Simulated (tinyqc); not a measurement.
Slow cooling against a quench: self-consistent Fermi level with native defects, at growth and after a quench. Computed by tinyqc, a small Python program. Command: `OMP_NUM_THREADS=1 python tinyqc.py 3009384 3009385 out.jsonl scfermi walk`. One thread of a shared host (Intel(R) Xeon(R) Processor @ 2.30GHz), about 0.04 s of CPU time with the checks.

Energies are counted from the top of the valence band (VBM); when the gap shrinks with temperature the conduction band moves and the levels stay. D and A draw on one reservoir with opposite signs, as the two vacancies of a compound do.

Inputs (values chosen for the exercise, with bands modelled on CdS): gap E_g at 300 K = 2.53 eV; slope -dE_g/dT above 300 K = 0.0003 eV/K; electron mass m_e = 0.207 m_0; valleys M_c = 1; hole mass m_h = 0.784 m_0; E_f of the neutral native donor D = 2.613 eV; E_f of the neutral native acceptor A = 3.381 eV; shift s of the chemical potential = 0.17 eV; site density N_s = 2.9e+22 cm^-3; growth temperature T_g = 1390 K; temperature of use T = 400 K.

Added shallow dopant: none.

levels of D above the VBM, most positive state first (eV): [0.896, 0.948]

levels of A above the VBM, (0/-1) first (eV): [0.258, 0.274]

Constants: m_0 = 9.1093837015e-31 kg; k_B = 1.380649e-23 J/K; h = 6.62607015e-34 J s; k_B = 8.617333262e-05 eV/K.

Method:
- E_f(D, 0) = input + s and E_f(A, 0) = input - s; E_f(q, E_F = 0) follows from the levels, eps(q/q-1) = E_f(q - 1) - E_f(q) at E_F = 0.
- E_g(T) = E_g - slope x max(0, T - 300 K).
- N_c = 2 M_c (2 pi m_e k_B T/h^2)^(3/2) and N_v = 2 (2 pi m_h k_B T/h^2)^(3/2), masses in units of m_0.
- At growth T = T_g.
- n = N_c F_1/2((E_F - E_g)/k_B T), p = N_v F_1/2(-E_F/k_B T).
- F_1/2(eta) = (2/sqrt(pi)) int_0^infinity sqrt(x)/(1 + exp(x - eta)) dx, by the trapezoid rule in t = sqrt(x) with step 0.02 up to t = 12 (for eta < -12 by exp(eta) - exp(2 eta)/2^(3/2)).
- In equilibrium c_q = N_s exp(-(E_f(q, 0) + q E_F)/k_B T).
- Net charge = p - n + sum q c_q; the log ratio is ln(positive charge/negative charge).
- E_F is the root of the log ratio, by 50 bisections between -0.5 eV and E_g + 0.5 eV.
- After a quench the totals of D and A stay as grown, and each is shared among its charge states with weights exp(-(E_f(q, 0) + q E_F)/k_B T).
- Each E_F by bisection; full equilibrium lets the defects form and vanish at every T.

E_f(q, E_F = 0) (eV): D(+2) 0.939, D(+1) 1.835, D(0) 2.783, A(0) 3.211, A(-1) 3.469, A(-2) 3.743

total D = 4.21223e+12 cm^-3

total A = 1.76851e+16 cm^-3

Two histories (densities in cm^-3):
```
T (K)  E_F, equilibrium (eV)           n           p  all defects  E_F, frozen (eV)   n, frozen   p, frozen
1190                  1.0403  1.2383e+14  5.4074e+15   2.6426e+15           0.84783  1.8957e+13  3.5317e+16
990                   1.0675  5.7551e+12  3.8406e+14   1.8916e+14           0.68204  6.2762e+10  3.5213e+16
800                   1.0949  8.2547e+10  9.6037e+12   4.7606e+12           0.52968  2.2697e+07  3.4922e+16
600                   1.1257  6.1064e+07  1.7250e+10   8.5942e+09           0.37804  3.2013e+01  3.2895e+16
400                   1.1594  4.6824e+01  6.6116e+04   3.3035e+04           0.25784  2.0460e-10  1.5128e+16
```

What does the comparison show, and why?

At 400 K equilibrium would leave 33000 defects per cm^3 against 1.77e16 frozen in, and E_F differs by -0.902 eV. The majority density of the quenched sample is 2.3e11 times the equilibrium one. Real samples lie between, set by the temperature at which diffusion stops.
